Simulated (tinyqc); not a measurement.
# Modulation-doped quantum well, Poisson-Schroedinger loop with local exchange and correlation: effect of the temperature

A well of width L centred at z = 0 between barriers Vb; effective-mass electrons, parabolic bands. The electrons come from donor sheets outside the mesh, a share fL of Ns on the left and the rest on the right, so the structure is neutral. Energies are counted from the band edge of the well, with U = 0 on the first node in the Hartree part.

Schroedinger equation -C d/dz (1/m) dpsi/dz + (V0 + U) psi = E psi, C = hbar^2/(2 m0), on a fine mesh (400 intervals across the well) with hard walls 5.85 nm outside the well edges (to within half a fine step); the lowest 3 levels are kept. V0 = 0 in the well and Vb outside, plus q Fz z (1 kV/cm = 1e-4 eV/nm). N_k = D Vt ln(1 + exp((EF - E_k)/Vt)), D = md m0 q/(pi hbar^2), sum N_k = Ns; n = sum N_k |psi_k|^2. dU/dz = q (fL Ns - integral of n from the left)/(eps0 eps_r). Added to it: V_xc = -(2 Ry/(pi al rs)) [1 + 0.7734 (rs/21) ln(1 + 21/rs)] (Hedin-Lundqvist), al = (4/(9 pi))^(1/3), rs = (3/(4 pi n))^(1/3)/aB, aB = 4 pi eps0 eps_r hbar^2/(md m0 q^2), Ry = q/(8 pi eps0 eps_r aB) in eV. The loop is converged to 1e-9 eV; shares under 0.001 % are printed as 0.

Inputs (values chosen for the exercise); material values those of a made-up well: mass along z in the well mw = 0.0723 m0; mass along z in the barriers mb = 0.0779 m0; in-plane mass md = 0.0772 m0; barrier height Vb = 0.275 eV; relative permittivity (all layers) eps_r = 10.6; well width L = 9.1 nm; sheet density of electrons Ns = 6e11 cm^-2; share of the donors on the left side fL = 0; applied field along z Fz = -52 kV/cm.

Constants: q = 1.602176634e-19 C, kB = 1.380649e-23 J/K, hbar = 1.054571817e-34 J s, m0 = 9.1093837015e-31 kg, Vt = kB T/q, eps0 = 8.8541878128e-14 F/cm where lengths are in cm, hbar^2/(2 m0) = 0.0380998212 eV nm^2. Results are converted to the units shown.

Results:

| T (K) | E2 - E1 (meV) | EF - E1 (meV) | share of E2 (%) | centroid (nm) | charge in the barriers (%) | range of U in the well (meV) |
|---|---|---|---|---|---|---|
| 4 | 105 | 18.6 | 0 | 0.958 | 4.63 | 41.0 |
| 50 | 105 | 18.5 | 0 | 0.958 | 4.63 | 41.0 |
| 100 | 105 | 17.5 | 0.00189 | 0.958 | 4.63 | 41.0 |
| 150 | 105 | 15.1 | 0.0679 | 0.958 | 4.64 | 41.0 |
| 200 | 105 | 11.3 | 0.411 | 0.955 | 4.68 | 41.0 |
| 300 | 105 | 0.453 | 2.45 | 0.939 | 4.94 | 41.1 |
| 400 | 105 | -14.2 | 5.80 | 0.913 | 5.42 | 41.2 |

Estimate the missing row, T = 20 K.

Computed row:

| T (K) | E2 - E1 (meV) | EF - E1 (meV) | share of E2 (%) | centroid (nm) | charge in the barriers (%) | range of U in the well (meV) |
|---|---|---|---|---|---|---|
| 20 | 105 | 18.6 | 0 | 0.958 | 4.63 | 41.0 |

With this row back in the table: As T goes from 4 to 400, E2 - E1 stays near 105 meV, EF - E1 falls from 18.6 to -14.2 meV and the share of E2 rises from 0 to 5.80 %. EF stays below E2 throughout.

tinyqc, about 0.2 s, one thread, Intel Xeon 2.30GHz (shared host): `OMP_NUM_THREADS=1 python tinyqc.py 2140043 2140044 out.jsonl`
